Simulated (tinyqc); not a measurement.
Grain-boundary trapping model (Seto) of a polycrystalline semiconductor film. Inputs raised by 5 %, one at a time. Computed by tinyqc, a small Python program. Command: `OMP_NUM_THREADS=1 python tinyqc.py 3008114 3008115 out.jsonl poly sens`. One thread of a shared host (Intel(R) Xeon(R) Processor @ 2.30GHz), about 0.01 s of CPU time with the checks.

Grains of equal size L are joined by thin boundaries with one trap level. Trapped carriers deplete a width W on each side and raise a barrier, crossed by thermionic emission. Dopants are fully ionised, statistics are non-degenerate and mu_g does not depend on T.

Inputs (values chosen for the exercise, modelled on polycrystalline silicon):

| quantity | value | unit |
|---|---|---|
| permittivity eps | 11.7 | - |
| effective mass m | 0.27 | m_0 |
| effective density of states at 300 K, N_c | 2.8e+19 | 1/cm^3 |
| grain size L | 180 | nm |
| trap density Q_t | 1.7e+12 | 1/cm^2 |
| trap level E_t below the band edge | 0.26 | eV |
| doping N | 3.2e+16 | 1/cm^3 |
| mobility inside the grains mu_g | 150 | cm^2/(V s) |
| temperature T | 200 | K |

Grain interior: resistance included.

Constants: k_B = 8.617333262e-05 eV/K; e = 1.602176634e-19 C; eps_0 = 8.8541878128e-12 F/m; m_0 = 9.1093837015e-31 kg; k_B = 1.380649e-23 J/K.

Method. N_c(T) = N_c (T/300 K)^(3/2). Filled traps Q = Q_t/(1 + (1/2) exp((E_t* - E_F)/k_B T)), where E_t* = e V_B - E_t and E_F are counted from the band edge at the grain centre. Partial depletion: Q = 2 N W, V_B = e N W^2/(2 eps eps_0), E_F = k_B T ln(N/N_c); solve for W. If that W would exceed L/2 the grain is fully depleted: W = L/2, Q = N L, and E_F follows from the trap equation. Centre density n_0 = N_c exp(E_F/k_B T). Boundary: sigma_b = L e^2 n_0 exp(-e V_B/k_B T)/sqrt(2 pi m k_B T); drift through the grain, depleted parts included: rho_g = [(1 - 2W/L) + (2W/L) int_0^1 exp(y^2 s^2) ds]/(e n_0 mu_g); rho = 1/sigma_b + rho_g. Mean carrier density n_av = n_0 [(1 - 2W/L) + (2W/L) (sqrt(pi)/2) erf(y)/y], y = sqrt(e V_B/k_B T); effective mobility 1/(e n_av rho).

Runs:

| input moved | from | to | resistivity rho (ohm cm) | effective mobility (cm^2/(V s)) | barrier V_B (V) | mean carrier density (1/cm^3) |
|---|---|---|---|---|---|---|
| base run | - | - | 3397 | 0.1819 | 0.1787 | 1.010e+16 |
| grain size L (nm) | 180 | 189 | 3235 | 0.1731 | 0.1787 | 1.115e+16 |
| trap density Q_t (1/cm^2) | 1.7e+12 | 1.785e+12 | 3623 | 0.1722 | 0.1798 | 1.001e+16 |
| trap level E_t below the band edge (eV) | 0.26 | 0.273 | 6731 | 0.1020 | 0.1908 | 9.092e+15 |
| doping N (1/cm^3) | 3.2e+16 | 3.36e+16 | 3227 | 0.1736 | 0.1789 | 1.114e+16 |
| temperature T (K) | 200 | 210 | 1653 | 0.3516 | 0.1737 | 1.074e+16 |
| effective mass m (m_0) | 0.27 | 0.2835 | 3432 | 0.1800 | 0.1787 | 1.010e+16 |
| permittivity eps | 11.7 | 12.285 | 3336 | 0.1946 | 0.1781 | 9.612e+15 |

Exponents ln(y'/y) / ln(x'/x):

| input | resistivity rho | effective mobility | barrier V_B | mean carrier density |
|---|---|---|---|---|
| grain size L | -1.000 | -1.014 | 0.000 | 2.013 |
| trap density Q_t | 1.316 | -1.120 | 0.131 | -0.197 |
| trap level E_t below the band edge | 14.016 | -11.854 | 1.349 | -2.161 |
| doping N | -1.056 | -0.955 | 0.023 | 2.011 |
| temperature T | -14.759 | 13.515 | -0.583 | 1.244 |
| effective mass m | 0.208 | -0.208 | 0.000 | 0.000 |
| permittivity eps | -0.373 | 1.393 | -0.067 | -1.020 |

Which inputs matter most for each result?

Among the inputs moved here: resistivity rho answers most in size to temperature T (exponent -14.759), next to trap level E_t below the band edge (+14.016). Effective mobility answers most in size to temperature T (exponent +13.515), next to trap level E_t below the band edge (-11.854). Barrier V_B answers most in size to trap level E_t below the band edge (exponent +1.349), next to temperature T (-0.583); its exponent is below 0.0005 for grain size L, effective mass m. Its exponent 0.000 in grain size L: partial depletion. Mean carrier density answers most in size to trap level E_t below the band edge (exponent -2.161), next to grain size L (+2.013); its exponent is below 0.0005 for effective mass m.
